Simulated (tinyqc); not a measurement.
Single-band model of a thermoelectric material: one step, computed by the program tinyqc. Command: `OMP_NUM_THREADS=1 python tinyqc.py 3010895 3010896 out.jsonl thermo walk`. One thread of a shared host (Intel(R) Xeon(R) Processor @ 2.30GHz), about 0.01 s of CPU time with the checks.

One spherical band, one scattering law, no minority carriers and no phonon drag. In a real material minority carriers limit |S| to about E_g/(2 e T), so larger values are formal. eta = E_F/(k_B T) is counted from the band edge; f = 1/(1 + exp(x - eta)).

Question. Limiting formulas for the Seebeck coefficient. Classical: |S| = (k_B/e)[r + 5/2 - ln(n/N_c)], N_c = (3 sqrt(pi)/4) N_0. Degenerate (Mott): |S| = (pi^2/3)(k_B/e)(r + 3/2)/eta_F, eta_F = (n/N_0)^(2/3).

Inputs (values chosen for the exercise, modelled on n-type Mg2Si): carrier density n = 4.7e+18 1/cm^3; temperature T = 470 K.

Band: parabolic. Scattering: acoustic phonons, r = -0.5.

Seebeck coefficient |S| = 361.0829 microvolt/K

N_0 = 3.108034e+19 1/cm^3

Constants: k_B = 8.617333262e-05 eV/K.

Give: Seebeck coefficients.

Answer.

Seebeck coefficients:
```
formula        |S| (microvolt/K)  deviation (%)
full integral              361.1            0.0
classical                  359.7           -0.4
degenerate                 998.8          176.6
```
